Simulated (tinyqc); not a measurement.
Rigid-ion and shell models of the dielectric response of an ionic crystal: one step, computed by the program tinyqc.

Charges +Z and -Z; 4 nearest neighbours, Madelung constant M = 1.638055, volume per ion pair Omega = 3.079201 d^3. Energy per pair U = -M Z^2 e2/d + 4 A exp(-d/rho), e2 = e^2/(4 pi eps_0). In the shell model the anion is a core of charge Y - Z and a massless shell of charge -Y, joined by the spring k; the repulsion acts on the shell. Each ion feels the Lorentz field E + (4 pi/3) P (Gaussian units).

Task: Shell model: electronic response. Eliminating the shell gives the anion polarisability alpha_- = Y^2 e2/(k + R), the Szigeti charge Z_S = Z - Y R/(k + R) and the softened spring R' = k R/(k + R). With b = 4 pi (alpha_+ + alpha_-)/(3 Omega): eps_inf = (1 + 2b)/(1 - b) (Clausius-Mossotti); Born charge Z* = Z_S (eps_inf + 2)/3.

Inputs (values chosen for the exercise, for a model crystal): ionic charge Z = 2 e; shell charge size Y = 2.07 e; core-shell spring k = 90.8 eV/angstrom^2; cation polarisability alpha_+ = 0.049 angstrom^3.

Structure: zinc blende.

repulsive spring R = 17.39668 eV/angstrom^2

volume Omega = 32.78734 angstrom^3

Constants: e^2/(4 pi eps_0) = 14.39964548 eV angstrom.

Give: anion polarisability alpha_-; Szigeti charge Z_S; softened spring R'; b; eps_inf; Born charge Z*.

Result:

anion polarisability alpha_- = 0.5703 angstrom^3

Szigeti charge Z_S = 1.667 e

softened spring R' = 14.60 eV/angstrom^2

b = 0.07912

eps_inf = 1.258

Born charge Z* = 1.810 e

Overlap pushes the shell back and lowers the effective charge to 83 % of Z; the local field then raises the Born charge to 91 % of Z.
